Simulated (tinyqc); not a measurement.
# Electron mobility in a silicon inversion layer, empirical terms and Matthiessen rule: several studies

Inversion layer of sheet density Ns on a uniformly doped body, under a high-permittivity gate with an interlayer. The mobility terms are empirical power laws with prefactors chosen for the exercise; adding their inverses (Matthiessen) is itself an approximation.

Parameters, values chosen for the exercise; material values close to those of silicon: temperature T = 250 K; band gap Eg = 1.11 eV; relative permittivity of the semiconductor eps_r = 11.8; conduction-band density of states at T Nc = 2.13e19 cm^-3; valence-band density of states at T Nv = 2.05e19 cm^-3; body doping Nb = 2e17 cm^-3; reverse body bias Vsb = 0 V; weight of the inversion charge in the effective field eta = 0.5; phonon-limited mobility at 1 MV/cm and 300 K Ap = 393 cm^2/(V s); roughness-limited mobility at 1 MV/cm As = 701 cm^2/(V s); exponent of the roughness term gs = 2; Coulomb prefactor Ac = 2600 cm^2/(V s); charge at the interface Nit = 2.3e11 cm^-2; remote-phonon mobility without interlayer Ar = 190 cm^2/(V s); interlayer thickness ti = 0.7 nm; decay length of remote phonons lr = 0.7 nm; inversion density Ns = 1.8e12 cm^-2.

Constants: q = 1.602176634e-19 C, kB = 1.380649e-23 J/K, Vt = kB T/q, eps0 = 8.8541878128e-14 F/cm where lengths are in cm. Results are converted to the units shown.

Each table varies one quantity; the others keep the values above.

## Effect of the interlayer thickness

ni = sqrt(Nc Nv) exp(-Eg/(2 Vt)), Eg in volts; Ndep = sqrt(2 eps0 eps_r Nb (2 Vt ln(Nb/ni) + Vsb)/q); E = q (Ndep + eta Ns)/(eps0 eps_r), in MV/cm. With t = T/(300 K): muC = Ac (Ns/1e12 cm^-2) t/(Nb/1e17 cm^-3 + Nit/1e11 cm^-2), muP = Ap E^(-1/3) t^(-1.75), muS = As E^(-gs), muR = Ar exp(2 ti/lr)/t; 1/mu is the sum of the inverses.

The same in every row: E (MV/cm) = 0.3742; muC (cm^2/(V s)) = 907.0; muP (cm^2/(V s)) = 750.3; muS (cm^2/(V s)) = 5005.

Results:
```
ti (nm)  muR (cm^2/(V s))  mu (cm^2/(V s))
0.2                 403.7            195.6
0.6                  1266            292.0
0.8                  2242            324.6
1                    3970            346.4
1.2                  7030            360.1
1.4               1.245e4            368.3
1.6               2.204e4            373.1
1.8               3.903e4            375.8
```

Estimate the missing row, ti = 0.4 nm.

Computed row:
```
ti (nm)  muR (cm^2/(V s))  mu (cm^2/(V s))
0.4                 714.9            247.9
```

With this row back in the table: As ti goes from 0.2 to 1.8 nm, E stays at 0.374 MV/cm and mu rises from 196 to 376 cm^2/(V s). The smallest term is the remote phonon one in the first row and the phonon one in the last.

## Effect of the reverse body bias

Same model as above.

The same in every row: muC (cm^2/(V s)) = 906.98; muR (cm^2/(V s)) = 1684.7.

Result of one run:
```
Vsb (V)  E (MV/cm)  muP (cm^2/(V s))  muS (cm^2/(V s))  mu (cm^2/(V s))
1.2        0.49775            682.27            2829.5           284.47
```

What becomes of these results when the reverse body bias Vsb is changed from 1.2 to 0.4 V, all else the same?

Result of the changed run:
```
Vsb (V)  E (MV/cm)  muP (cm^2/(V s))  muS (cm^2/(V s))  mu (cm^2/(V s))
0.4        0.42145            721.18            3946.6           299.75
```

The whole series:
```
Vsb (V)  E (MV/cm)  muP (cm^2/(V s))  muS (cm^2/(V s))  mu (cm^2/(V s))
0          0.37423            750.32            5005.3           309.72
0.4        0.42145            721.18            3946.6           299.75
0.8        0.46185            699.51            3286.3           291.54
1.2        0.49775            682.27            2829.5           284.47
1.6        0.53037            667.99            2492.1           278.21
2          0.56048            655.80            2231.5           272.54
2.4        0.58858            645.19            2023.5           267.36
```

As Vsb goes from 0 to 2.4 V, E rises from 0.374 to 0.589 MV/cm and mu falls from 310 to 267 cm^2/(V s). The phonon term is the smallest in the first and the last row.

## Effect of the charge at the interface

Same model as above.

The same in every row: E (MV/cm) = 0.37423; muP (cm^2/(V s)) = 750.32; muS (cm^2/(V s)) = 5005.3; muR (cm^2/(V s)) = 1684.7.

Effect of the charge at the interface:
```
Nit (cm^-2)  muC (cm^2/(V s))  mu (cm^2/(V s))
1e10                   1857.1           375.29
3.2e10                 1681.0           367.51
1e11                   1300.0           345.38
3.2e11                 750.00           289.06
1e12                   325.00           192.19
3.2e12                 114.71           92.216
1e13                   38.235           35.361
```

What does the comparison show?

As Nit goes from 1e10 to 1e13 cm^-2, E stays at 0.374 MV/cm and mu falls from 375 to 35.4 cm^2/(V s). The smallest term is the phonon one in the first row and the Coulomb one in the last.

tinyqc, about 0.01 s, one thread, Intel Xeon 2.30GHz (shared host): `OMP_NUM_THREADS=1 python tinyqc.py 2510058 2510059 out.jsonl`
